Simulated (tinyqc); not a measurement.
Changing the interaction L of the melt: solid solubility of a dopant against its melt (retrograde solidus), clustering and the electrically active fraction. Computed by tinyqc, a small Python program. Command: `OMP_NUM_THREADS=1 python tinyqc.py 3022152 3022153 out.jsonl retro sweep`. One thread of a shared host (Intel(R) Xeon(R) Processor @ 2.30GHz), about 0.02 s of CPU time with the checks.

Inputs (values chosen for the exercise, of the order of those of gallium in silicon for the solubility):
```
quantity,value,unit
melting point of the host T_m,1687,K
heat of melting of the host H_f,50.2,kJ/mol
enthalpy of transfer from melt to solid H,0.673,eV
entropy of transfer S,-0.32,k_B
site density N0,5e+22,1/cm^3
temperature T,1280,K
```

Constants: R = 8.314462618 J/(mol K); k_B = 8.617333262e-05 eV/K; e = 1.602176634e-19 C; N_A = 6.02214076e+23 1/mol.

Method. x_l and x_s are atom fractions of the dopant in melt and solid; the solid is dilute. Liquidus of the host: R T ln(1 - x_l) + L x_l^2 = -H_f (1 - T/T_m). Distribution: k = x_s/x_l = exp[L (1 - x_l)^2/(R T)] exp(S/k_B - H/(k_B T)), the first factor being the activity coefficient in the melt. Solubility = x_s N0; at T_m x_l = 0. The largest x_s N0 between 900 K and T_m. For an ideal melt with constant heats the maximum has x_l = H_f/(H + H_f), H in the same units.

One run for each value:
```
interaction L of the melt (kJ/mol),x_l,distribution coefficient k,solubility (1/cm^3),temperature of the maximum (K)
-25.00,0.4661,0.000833,1.940e+19,1376
-19.70,0.4953,0.001015,2.514e+19,1389
-14.40,0.5308,0.001207,3.204e+19,1403
-9.14,0.5745,0.001392,3.999e+19,1420
-3.86,0.6299,0.001548,4.874e+19,1439
1.43,0.7000,0.001646,5.761e+19,1460
6.71,0.7821,0.001676,6.553e+19,1484
12.00,0.8611,0.001662,7.156e+19,1511
```

What does the table show, and why?

Over the rows, x_l rises from 0.466 to 0.861; distribution coefficient k goes from 8.33e-4 through a maximum among these rows, 0.00168 at 6.71, to 0.00166; solubility (1/cm^3) rises from 1.94e19 to 7.16e19. A melt that binds the dopant (L < 0) lowers its activity and so the solubility in the solid.

Extremes, crossings and ranges named in words are read from the listed rows.
